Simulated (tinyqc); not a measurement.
Deep-level transient spectroscopy (DLTS) of one majority-carrier trap: one step, computed by the program tinyqc.

A filling pulse loads the traps in a one-sided junction; under reverse bias they empty at the rate e, and the capacitance relaxes as C(t) = C_0 - dC exp(-e t). The signal is S = [C(t_2) - C(t_1)]/dC.

Problem. Emission rate at T. e = g sigma v N_b exp(-E/k_B T), v = sqrt(3 k_B T/m), N_b = 2 M (2 pi m k_B T/h^2)^(3/2), sigma = sigma_0, E = E_t.

Inputs (values chosen for the exercise, with mass and screening modelled on germanium):

| quantity | value | unit |
|---|---|---|
| density-of-states mass m | 0.218 | m_0 |
| valleys M | 4 | - |
| trap depth E_t | 0.262 | eV |
| cross-section sigma_0 | 1.5e-17 | cm^2 |
| degeneracy ratio g | 1 | - |
| temperature T | 151 | K |

Carriers: electrons. Extra term: none.

Constants: k_B = 8.617333262e-05 eV/K; k_B = 1.380649e-23 J/K; m_0 = 9.1093837015e-31 kg; h = 6.62607015e-34 J s.

Give: thermal velocity v; N_b; sigma; E; emission rate e.

Solution.

thermal velocity v = 1.775e+07 cm/s

N_b = 3.648e+18 cm^-3

sigma = 1.50e-17 cm^2

E = 0.262 eV

emission rate e = 1.749 1/s
